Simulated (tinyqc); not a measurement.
Sampled drift against the exact one: kinetic Monte Carlo and master equation for a particle on a ring of sites with traps and bias. Computed by tinyqc, a small Python program. Command: `OMP_NUM_THREADS=1 python tinyqc.py 3003502 3003503 out.jsonl kmc walk`. One thread of a shared host (Intel(R) Xeon(R) Processor @ 2.30GHz), about 0.05 s of CPU time with the checks.

8 sites on a ring, numbered 1 to 8. The saddle between i and i+1 lies at E0 + s b_i and site i at s eps_i; a force F tilts the landscape, with the saddle half-way.

Inputs (values chosen for the exercise, for a model defect): reference barrier E0 = 0.79 eV; scale factor s of the disorder = 1; attempt frequency nu = 6.8 THz; temperature T = 520 K; site spacing a = 2.1 angstrom; force F along the ring = 0.03 eV/angstrom; seed of the random numbers = 391249.

Disorder: both.

site energies eps_i (eV): [-0.056, -0.036, -0.065, 0, 0, -0.082, 0, 0]

saddle shifts b_i between sites i and i+1 (eV): [-0.011, -0.011, 0.029, -0.0063, 0.0021, -0.012, 0.025, -0.014]

Constants: k_B = 8.617333262e-05 eV/K.

Method:
- Rates: k(i to i+1) = nu exp(-(E0 + s b_i - s eps_i - F a/2)/(k_B T)), k(i to i-1) = nu exp(-(E0 + s b_(i-1) - s eps_i + F a/2)/(k_B T)).
- Share right = k right/(k right + k left); mean stay = 1/(k right + k left).
- Master equation dP/dt = W P, W_(i+1,i) = k right, W_(i-1,i) = k left, columns summing to zero. The steady state is its null vector; drift v = a sum P_i (k right - k left). D = a^2 lambda''(0)/2, where lambda(q) is the leading eigenvalue of W with right hops weighted by exp(q) and left hops by exp(-q).
- The slowest relaxation rate is minus the real part of the next eigenvalue of W. 1 angstrom = 1e-8 cm.
- 400 independent walkers start on sites drawn with weights P_i (k right + k left), the steady shares of hops (random numbers not printed); the estimate is total displacement over total time, with its standard error from the spread between walkers.

occupations P_i: [0.130514, 0.099842, 0.317849, 0.040597, 0.045809, 0.264129, 0.067360, 0.033900]

drift velocity v = 0.00171970 cm/s

Drift from sampling:
```
hops per walker  estimate (cm/s)  standard error (cm/s)  deviation in standard errors
10                     0.0017232             5.6995e-05                        0.0609
30                     0.0017340             3.1201e-05                        0.4598
100                    0.0017270             1.7348e-05                        0.4197
300                    0.0017227             9.5691e-06                        0.3140
1000                   0.0017346             5.6882e-06                        2.6287
3000                   0.0017268             3.3012e-06                        2.1443
```

What follows from these numbers?

The exact drift is 0.001720 cm/s. The standard error falls by a factor 3.05 from 100 to 1000 hops (sqrt10 = 3.16), and in the last row it is 0.19 % of the drift.

Extremes, crossings and ranges named in words are read from the listed rows.
